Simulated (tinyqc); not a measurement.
Series resistance and length offset from two lengths at two overdrives.

Problem. In strong inversion R W = Rsd + k(x)(L - dL), k(x) = (1 + th1 x)/(mu0 Cox x), x the overdrive, Cox = eps0 eox/tox, with Rsd and dL independent of x. Find dL, Rsd, mu0 and th1.

Parameters, values chosen for the exercise: relative permittivity of the gate insulator (close to silicon dioxide) eox = 3.9; insulator thickness tox = 1.8 nm.

Constants: eps0 = 8.8541878128e-14 F/cm where lengths are in cm. Results are converted to the units shown.

total resistance times width (ohm um):
```
,L = 0.06 um,L = 0.46 um
overdrive 0.52 V,596.966057,3858.88656
overdrive 1.06 V,453.339004,2438.57459
```

Answer. At each overdrive R W is a straight line in L; the two lines cross at L = dL, R W = Rsd. Their slopes give k x = (1 + th1 x)/(mu0 Cox), a straight line in x.

dL = 0.0150 um
Rsd = 230 ohm um
mu0 = 160 cm^2/(V s)
th1 = 0.580 1/V

Program tinyqc, `OMP_NUM_THREADS=1 python tinyqc.py 2210084 2210085 out.jsonl`; Intel Xeon 2.30GHz, shared host, one thread, about 0.01 s.
